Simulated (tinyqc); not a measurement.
Inside a calculation. Model: undoped symmetric double-gate MOSFET, analytic potential model.

tinyqc, about 0.03 s, one thread, Intel Xeon 2.30GHz (shared host): `OMP_NUM_THREADS=1 python tinyqc.py 2440163 2440164 out.jsonl` Printed values are rounded.

An undoped body of thickness ts between two equal insulators and tied gates; long channel, electrons only, n = ni exp((psi - V)/Vt) with V the quasi-Fermi potential (0 at the source, Vd at the drain), constant mobility, no quantisation. Across the body psi(x) = V - 2 Vt ln[(ts/(2 beta)) sqrt(q ni/(2 eps0 eps_r Vt)) cos(2 beta x/ts)], x from the centre. Q is the electron charge per area of the whole body.

Parameters, values chosen for the exercise; material values close to those of silicon: temperature T = 300 K; band gap Eg = 1.1 eV; relative permittivity of the semiconductor eps_r = 11.5; conduction-band density of states at T Nc = 2.82e19 cm^-3; valence-band density of states at T Nv = 2.63e19 cm^-3; relative permittivity of the gate insulator eox = 23; insulator thickness tox = 12 nm; body thickness ts = 10 nm; gate work function less that of the intrinsic body dphi = 0.21 V; channel mobility mu = 380 cm^2/(V s); gate length L = 0.5 um; gate voltage Vg = 1.25 V; drain voltage Vd = 0.1 V.

Constants: q = 1.602176634e-19 C, kB = 1.380649e-23 J/K, Vt = kB T/q, eps0 = 8.8541878128e-14 F/cm where lengths are in cm. Results are converted to the units shown.

Range of the model: The surface density at the source passes 0.3 Nc, where Boltzmann statistics fail.

## Constants of the body

ni = sqrt(Nc Nv) exp(-Eg/(2 Vt)), Eg in volts; r = eps_r tox/(eox ts); V0 = dphi + 2 Vt ln[(2/ts) sqrt(2 eps0 eps_r Vt/(q ni))].

ni = 1.568589e10 cm^-3
r = 0.6
V0 = 0.6816405 V

## Iteration 1: beta at the source by Newton steps in z = ln(tan beta)

z at the start = 1

With V = 0, t = exp(z), beta = arctan(t): f = ln(beta) + (1/2) ln(1 + t^2) + 2 r beta t - (Vg - V0)/(2 Vt); with c = t/(1 + t^2), df/dz = c/beta + t c + 2 r t (c + beta); z(new) = z - f/(df/dz).

beta = 1.218283
f = -5.757694
df/dz = 6.177687
z after iteration 1 = 1.932014

## Iteration 2: beta at the source by Newton steps in z = ln(tan beta)

As before.

beta = 1.426941
f = 3.126264
df/dz = 14.07511
z after iteration 2 = 1.709902

## Course of the iteration: beta at the source by Newton steps in z = ln(tan beta)

Stop when z changes by less than 1e-11, or after 60 iterations.

Course of the iteration:
```
iteration         z  |change|
1          1.932014     0.932
2          1.709902     0.222
3          1.683989    0.0259
4          1.683681   3.08e-4
5          1.683681   4.29e-8
6          1.683681   < 1e-13
```

Converged in 6 iterations. At the end the number of correct digits about doubles with each step.

## Charges and drain current

beta_s = 1.387198
beta_d = 1.350501

beta (between 0 and pi/2) solves (Vg - V0 - V)/(2 Vt) = ln(beta) - ln(cos beta) + 2 r beta tan(beta). Q = 8 eps0 eps_r Vt beta tan(beta)/ts; I = mu (1/L)(4 eps0 eps_r/ts)(2 Vt)^2 [g(beta_s) - g(beta_d)] per width, g = beta tan(beta) - beta^2/2 + r beta^2 tan^2(beta), with beta_s at V = 0 and beta_d at V = Vd.

Qs = 1573.195 nC/cm^2
Qd = 1270.032 nC/cm^2
g(beta_s) = 39.99375
g(beta_d) = 26.94225
I = 108.0013 uA/um

The term r beta^2 tan^2(beta), which gives the square law, makes up 83.7 % of g at the source.

## Potential and electron density across the body at the source

x/ts, point 0 to 6: 0  0.1  0.2  0.3  0.4  0.45  0.5

psi(x) as above with V = 0 and beta = beta_s; n = ni exp(psi/Vt).

```
point    psi (V)    n (cm^-3)
0      0.4885625  2.529283e18
1      0.4905784  2.734413e18
2      0.4969675  3.501034e18
3      0.5090253  5.581582e18
4      0.5304404  1.277957e19
5      0.5480010  2.520696e19
6      0.5764919  7.588335e19
```

The density at the surface is 30.0 times that at the centre (1/cos^2 beta). It reaches 2.7 Nc, where Boltzmann statistics overestimate it.
